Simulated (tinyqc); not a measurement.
What each parameter does: five-level k.p model folded onto the conduction band.

Second-order sums for the lowest conduction level at E: 1/m = 1 + Cm + (Ep/3)(2/E + 1/(E + Dso)) - (Ep2/3)(2/(E7 + D2 - E) + 1/(E7 - E)); g/2 = 1 + Cg - (Ep/3)(1/E - 1/(E + Dso)) - (Ep2/3)(1/(E7 - E) - 1/(E7 + D2 - E)). E is counted from the top of the valence band; E = Eg at the edge.

Values chosen for the exercise (near those of InSb; shifted at random, so the results belong to these values and not to a real crystal):
- Eg = 0.243 eV (gap at Gamma to the s-like level)
- Dso = 0.85 eV (spin-orbit splitting)
- Ep = 24.2 eV (Kane energy)
- E7 = 3.2 eV (upper Gamma7 conduction level, from the valence top)
- D2 = 0.33 eV (its spin-orbit splitting, Gamma8 above Gamma7)
- Ep2 = 3.7 eV (Kane energy to the upper levels)
- Cm = 0 (remote term in 1/m)
- Cg = -0.02 (remote term in g/2)

Mass and g at E = Eg. Each row changes one parameter from the base and keeps the others.

Results:
```
case             m (m0)         g
base            0.01359  -49.7555
Eg = 0.219 eV   0.01234  -56.6987
Dso = 0.935 eV  0.01369  -50.8205
Ep = 26.62 eV   0.01235  -54.9186
E7 = 3.52 eV    0.01357  -49.7406
D2 = 0.363 eV   0.01358  -49.7629
Ep2 = 4.07 eV   0.01361  -49.7638
```

The largest shifts from the base row, up to three for each result and ties (the steps differ in size, so this ranks the rows, not the parameters). m (m0): Eg -0.00125, Ep -0.00124, Dso +0.00010. g: Eg -6.9432, Ep -5.1632, Dso -1.0651.

Program tinyqc; command `OMP_NUM_THREADS=1 python tinyqc.py 1050526 1050527 out.jsonl`; about 0.01 s on one thread of a shared Intel(R) Xeon(R) Processor @ 2.30GHz.
